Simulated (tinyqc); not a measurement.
Capacitance of parallel on-chip lines from Laplace's equation on a mesh: one step of the calculation.

Cross-section of an endless row of equal lines between two grounded planes; neighbours are driven in antiphase (+1 V and -1 V), so the plane midway between two lines is at 0 V. By symmetry one quarter is solved: x runs from the centre of a line (column 0, mirror) to that midplane (column 3, 0 V), y from the mid-height of the line (row 0, mirror) to the ground plane (row 3, 0 V). The line fills columns 0 to 1 and rows 0 to 1 at 1 V. Cells beside the line (below row 1) have e2, cells above have e1. Each link between nodes has the conductance g = mean permittivity of the two cells beside it (a cell beyond a mirror counts as 0), and the free nodes obey sum g (V_neighbour - V) = 0.

Question. Link conductances. gx[j, i] joins node (row j, column i) to column i + 1, gy[j, i] to row j + 1.

Parameters, values chosen for the exercise:
- e1 = 3.9 (relative permittivity above and below the lines)
- e2 = 1 (relative permittivity between the lines)

Wanted: gx; gy.

Answer.

gx:

|  | col 0 | col 1 | col 2 |
|---|---|---|---|
| row 0 | 0.5000 | 0.5000 | 0.5000 |
| row 1 | 2.450 | 2.450 | 2.450 |
| row 2 | 3.900 | 3.900 | 3.900 |
| row 3 | 1.950 | 1.950 | 1.950 |

gy:

|  | col 0 | col 1 | col 2 | col 3 |
|---|---|---|---|---|
| row 0 | 0.5000 | 1.000 | 1.000 | 0.5000 |
| row 1 | 1.950 | 3.900 | 3.900 | 1.950 |
| row 2 | 1.950 | 3.900 | 3.900 | 1.950 |

Program tinyqc, `OMP_NUM_THREADS=1 python tinyqc.py 2790213 2790214 out.jsonl`; Intel Xeon 2.30GHz, shared host, one thread, about 0.8 s.
